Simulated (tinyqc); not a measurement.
Dispersion against the sound-wave line: Born-von Karman spring model of a cubic crystal with one atom per cell. Computed by tinyqc, a small Python program. Command: `OMP_NUM_THREADS=1 python tinyqc.py 3010635 3010636 out.jsonl springs walk`. One thread of a shared host (Intel(R) Xeon(R) Processor @ 2.30GHz), about 0.1 s of CPU time with the checks.

First neighbours lie at a/2 (1,1,1) (8 of them), second at a (1,0,0) (6), with all permutations and signs; the volume per atom is Omega = a^3/2. Two shells of springs match a real metal only roughly, above all at the zone boundary.

Inputs (values chosen for the exercise, modelled on iron):

| quantity | value | unit |
|---|---|---|
| atomic mass M | 55.85 | u |
| radial spring k1L | 3.13 | eV/angstrom^2 |
| transverse spring k1T | -0.096 | eV/angstrom^2 |
| radial spring k2L | 1.1 | eV/angstrom^2 |
| transverse spring k2T | 0.022 | eV/angstrom^2 |

Lattice: bcc.

Constants: nu for 1 eV/(angstrom^2 u) = 15.6333042 THz.

Method:
- A neighbour at R with unit vector n couples by the matrix K(R) = kL n n^T + kT (1 - n n^T), and D(q) = (1/M) sum_R K(R) [1 - cos(q.R)].
- An eigenvalue lambda of D in eV/(angstrom^2 u) gives nu = 15.6333042 THz x sqrt(lambda).
- The last column divides the top branch by the straight line with its slope at G. End points in 2 pi/a: H = (1, 0, 0), N = (0.5, 0.5, 0).

Frequencies (THz) along two lines:

| line | fraction of the way | nu 1 | nu 2 | nu 3 | nu 3 / linear |
|---|---|---|---|---|---|
| G-H | 0.10 | 1.3095 | 1.3095 | 1.8753 | 0.98943 |
| G-H | 0.25 | 3.1991 | 3.1991 | 4.4350 | 0.93599 |
| G-H | 0.40 | 4.9029 | 4.9029 | 6.4114 | 0.84569 |
| G-H | 0.55 | 6.3264 | 6.3264 | 7.6440 | 0.73329 |
| G-H | 0.70 | 7.3952 | 7.3952 | 8.1877 | 0.61714 |
| G-H | 0.85 | 8.0568 | 8.0568 | 8.2946 | 0.51487 |
| G-H | 1.00 | 8.2807 | 8.2807 | 8.2807 | 0.43690 |
| G-N | 0.10 | 0.6312 | 0.9262 | 1.4970 | 0.99589 |
| G-N | 0.25 | 1.5440 | 2.2658 | 3.6620 | 0.97450 |
| G-N | 0.40 | 2.3715 | 3.4801 | 5.6246 | 0.93549 |
| G-N | 0.55 | 3.0680 | 4.5021 | 7.2765 | 0.88016 |
| G-N | 0.70 | 3.5949 | 5.2754 | 8.5262 | 0.81033 |
| G-N | 0.85 | 3.9232 | 5.7571 | 9.3048 | 0.72827 |
| G-N | 1.00 | 4.0347 | 5.9207 | 9.5692 | 0.63662 |

What does the comparison show, and why?

Along G-H the top branch ends at 44 % of its linear extrapolation. Along G-N the top branch ends at 64 % of its linear extrapolation, which is the 2/pi of a pure sine: planes normal to this line couple to their next planes alone. A Debye model keeps the straight line throughout.
